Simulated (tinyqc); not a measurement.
# Screening length from the swing

Question. In a simple model of a Schottky-barrier transistor a barrier thinner than d = 4 nm is transparent, so the effective barrier is pn - psi (1 - exp(-d/lam)) and the swing beyond flat band is Vt ln 10/(1 - exp(-d/lam)). Find the thermionic swing, lam, and the effective barrier at psi = 0.2 V.

Inputs (values chosen for the exercise): temperature T = 300 K; barrier for electrons at both contacts pn = 0.89 eV.

Constants: q = 1.602176634e-19 C, kB = 1.380649e-23 J/K, Vt = kB T/q. Results are converted to the units shown.

swing in the tunnelling range = 60.637035 mV/decade

Solution. The ratio of the two swings is 1 - exp(-d/lam).

Vt ln 10 = 59.53 mV/decade
lam = 1.000 nm
effective barrier = 0.6937 eV

Numbers from tinyqc (`OMP_NUM_THREADS=1 python tinyqc.py 2390137 2390138 out.jsonl`; about 0.08 s on one thread of a shared Intel Xeon 2.30GHz).
